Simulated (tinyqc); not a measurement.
# Lossy on-chip transmission line with skin effect: two studies

A uniform line in a homogeneous dielectric: c = sqrt(er)/(c0 Z0), l = Z0 sqrt(er)/c0 (c0 = 299792458 m/s), g = w c td, w = 2 pi f. The resistance joins its limits as r = sqrt(r_dc^2 + r_hf^2), with r_dc = rho/(wd th), r_hf = kr rho/(2 delta (wd + th)), delta = sqrt(rho/(pi f mu0)), mu0 = 4 pi 1e-7 H/m; this is an interpolation, and internal inductance, up to 0.05 nH/mm at low frequency, is neglected.

Inputs (values chosen for the exercise): width of the strip wd = 3.8 um; thickness of the strip th = 0.6 um; resistivity rho = 2.2 uohm cm; relative permittivity er = 3.9; loss tangent td = 0; lossless impedance sqrt(l/c) Z0 = 35 ohm; factor for crowding and the return path kr = 1.2; length len = 1.7 mm; source resistance Rg = 25 ohm; load resistance RL = 1000 ohm; load capacitance CL = 100 fF; frequency f = 29 GHz.

Each table varies one quantity; the others keep the values above.

## Line properties against frequency

gamma = sqrt((r + i w l)(g + i w c)) = alpha + i beta, Zc = sqrt((r + i w l)/(g + i w c)), roots with positive real part; loss 8.685889638 alpha in dB; phase velocity w/beta. ZL = 1/(1/RL + i w CL); reflection (ZL - Zc)/(ZL + Zc); Zin = Zc (ZL + Zc tanh(gamma len))/(Zc + ZL tanh(gamma len)); H = V_load/V_source = [Zin/(Zin + Rg)]/[cosh(gamma len) + (Zc/ZL) sinh(gamma len)].

Results:

| f (GHz) | r (ohm/mm) | r/(w l) | loss (dB/mm) | \|Zc\| (ohm) | phase velocity over c0 | length in wavelengths | \|H\| (dB) |
|---|---|---|---|---|---|---|---|
| 0.01 | 9.6500 | 666.14 | 0.065561 | 903.34 | 0.027725 | 0.0020453 | -0.35239 |
| 0.09 | 9.6567 | 74.067 | 0.19558 | 301.23 | 0.082649 | 0.0061749 | -0.35246 |
| 0.3 | 9.6742 | 22.260 | 0.35183 | 165.22 | 0.14841 | 0.011463 | -0.35248 |
| 0.8 | 9.7158 | 8.3836 | 0.55482 | 101.70 | 0.23304 | 0.019467 | -0.35153 |
| 2 | 9.8151 | 3.3877 | 0.80904 | 65.780 | 0.33638 | 0.033716 | -0.34439 |
| 7 | 10.218 | 1.0077 | 1.1527 | 41.702 | 0.46037 | 0.086222 | -0.31292 |
| 20 | 11.198 | 0.38652 | 1.3652 | 36.240 | 0.49748 | 0.22797 | -1.9937 |
| 60 | 13.784 | 0.15859 | 1.7051 | 35.218 | 0.50480 | 0.67401 | -6.0760 |

Estimate the missing row, f = 0.03 GHz.

Computed row:

| f (GHz) | r (ohm/mm) | r/(w l) | loss (dB/mm) | \|Zc\| (ohm) | phase velocity over c0 | length in wavelengths | \|H\| (dB) |
|---|---|---|---|---|---|---|---|
| 0.03 | 9.6516 | 222.09 | 0.11340 | 521.59 | 0.047945 | 0.0035482 | -0.35241 |

With this row back in the table: r equals w l at 7.06 GHz: below it |Zc| and the delay grow as in an RC line, above it |Zc| tends to Z0 = 35 ohm and the velocity to 1/sqrt(er) = 0.506 c0. The loss goes as f^(0.50) between the first two rows and f^(0.20) between the last two. |H| is -0.352 dB in the first row and -6.08 dB in the last; between rows it can pass through resonances that the table doesn't show.

## Effect of the length

Same model as above.

The same in every row: r (ohm/mm) = 11.830; r/(w l) = 0.28159; loss (dB/mm) = 1.4538; |Zc| (ohm) = 35.674; phase velocity over c0 = 0.50152.

Results:

| len (mm) | length in wavelengths | \|H\| (dB) |
|---|---|---|
| 0.17 | 0.032790 | -0.69143 |
| 0.52 | 0.10030 | -0.42668 |
| 0.91 | 0.17552 | -1.2524 |
| 1.6 | 0.30861 | -3.6402 |
| 2.8 | 0.54007 | -4.6582 |
| 4.9 | 0.94512 | -8.1120 |
| 8.5 | 1.6395 | -13.084 |

Estimate the missing row, len = 0.3 mm.

Computed row:

| len (mm) | length in wavelengths | \|H\| (dB) |
|---|---|---|
| 0.3 | 0.057865 | -0.50551 |

With this row back in the table: As len goes from 0.17 to 8.5, the loss stays at 1.45 dB/mm, |Zc| stays at 35.7 ohm and |H| goes from -0.691 to -13.1 dB, with its highest value among the rows, -0.427 dB, at len = 0.52.

Program tinyqc, `OMP_NUM_THREADS=1 python tinyqc.py 2810137 2810138 out.jsonl`; Intel Xeon 2.30GHz, shared host, one thread, about 0.01 s.
